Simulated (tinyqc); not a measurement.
Tight binding, kagome lattice, step by step. Computed by tinyqc, a small Python program that keeps every step. Settings: t1 = 1.91, t2 = 1.58, delta = -0.23, bands filled = 1. Command: `OMP_NUM_THREADS=1 python tinyqc.py 25357 25358 out.jsonl` (the two numbers bound the seeds that draw the settings). One thread of a shared host (Intel(R) Xeon(R) Processor @ 2.60GHz), about 0.01 s of CPU time with the checks.

## Bloch Hamiltonian at k

Parameters chosen for this model:

| parameter | value | unit |
|---|---|---|
| t1 | 1.910000 | eV, up triangles |
| t2 | 1.580000 | eV, down triangles |
| delta | -0.230000 | eV on site C |

k point k (fractions of the reciprocal vectors): 0.400000  -0.130000

H_AB = -t1 - t2 exp(-i k.a1), H_AC = -t1 - t2 exp(-i k.a2), H_BC = -t1 - t2 exp(i k.(a1 - a2)), H_CC = delta.

H(k) at k (eV):
```
                     A                    B                    C
A             0.000000  -0.631753+0.928701i  -2.991584-1.151770i
B  -0.631753-0.928701i             0.000000  -0.357986+0.296062i
C  -2.991584+1.151770i  -0.357986-0.296062i            -0.230000
```

## Levels at k

Diagonalise the Hermitian matrix.

eigenvalues (eV): -3.469715  -0.151188  3.390904

weights |c|^2 of the basis functions:
```
     band 1    band 2    band 3
A  0.484254  0.019373  0.496373
B  0.042374  0.875243  0.082383
C  0.473372  0.105384  0.421244
```

## Bloch Hamiltonian at K

k point K (fractions of the reciprocal vectors): 0.333333  0.666667

As before.

H(k) at K (eV):
```
                     A                    B                    C
A             0.000000  -1.120000+1.368320i  -1.120000-1.368320i
B  -1.120000-1.368320i             0.000000  -1.120000+1.368320i
C  -1.120000+1.368320i  -1.120000-1.368320i            -0.230000
```

## Levels at K

As before.

eigenvalues (eV): -2.323751  -1.321815  3.415566

weights |c|^2 of the basis functions:
```
     band 1    band 2    band 3
A  0.302352  0.354683  0.342964
B  0.302352  0.354683  0.342964
C  0.395295  0.290633  0.314071
```

## Bands along a path

The same steps at evenly spaced points between the labelled ones.

Bands along the path (eV):

| k | band 1 | band 2 | band 3 |
|---|---|---|---|
| G | -7.057798 | 3.337798 | 3.490000 |
| G-K 0.20 | -6.757776 | 3.065355 | 3.462421 |
| G-K 0.40 | -5.910368 | 2.229119 | 3.451249 |
| G-K 0.60 | -4.666280 | 0.993386 | 3.442894 |
| G-K 0.80 | -3.264215 | -0.397387 | 3.431603 |
| K | -2.323751 | -1.321815 | 3.415566 |
| K-M 0.20 | -2.622413 | -1.013411 | 3.405825 |
| K-M 0.40 | -3.040731 | -0.584904 | 3.395635 |
| K-M 0.60 | -3.379217 | -0.237026 | 3.386243 |
| K-M 0.80 | -3.593308 | -0.016120 | 3.379428 |
| M | -3.666284 | 0.059373 | 3.376912 |
| M-K' 0.20 | -3.593308 | -0.016120 | 3.379428 |
| M-K' 0.40 | -3.379217 | -0.237026 | 3.386243 |
| M-K' 0.60 | -3.040731 | -0.584904 | 3.395635 |
| M-K' 0.80 | -2.622413 | -1.013411 | 3.405825 |
| K' | -2.323751 | -1.321815 | 3.415566 |

With 1 band(s) filled, the highest filled level on these points lies at K and the lowest empty one at K: a gap of 1.0019 eV, direct.
